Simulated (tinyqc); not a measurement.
## Scattering mobility, thermal velocity and mass from two apparent mobilities

Question. 1/mu_app = 1/mu_0 + 1/mu_B with the ballistic mobility mu_B = vT L/(2 Vt) and vT = sqrt(2 kB T/(pi m)) (non-degenerate carriers); the mean free path is 2 Vt mu_0/vT. Find mu_0, vT, m and the mean free path.

Values chosen for this exercise:
```
symbol  value  unit      meaning
T         325     K  temperature
```

Constants: q = 1.602176634e-19 C, kB = 1.380649e-23 J/K, m0 = 9.1093837015e-31 kg, Vt = kB T/q. Results are converted to the units shown.

apparent mobility at L = 40 and 100 nm (cm^2/(V s)): 292.87755  339.59249

Solution. 1/mu_app is linear in 1/L: the slope is 2 Vt/vT and the intercept 1/mu_0.

mu_0 = 380.0 cm^2/(V s)
vT = 1.789e7 cm/s
m = 0.09800 m0
mean free path = 11.90 nm

Computed by the program tinyqc: `OMP_NUM_THREADS=1 python tinyqc.py 2380095 2380096 out.jsonl`, one thread of a shared Intel Xeon 2.30GHz, about 0.01 s for the whole run.
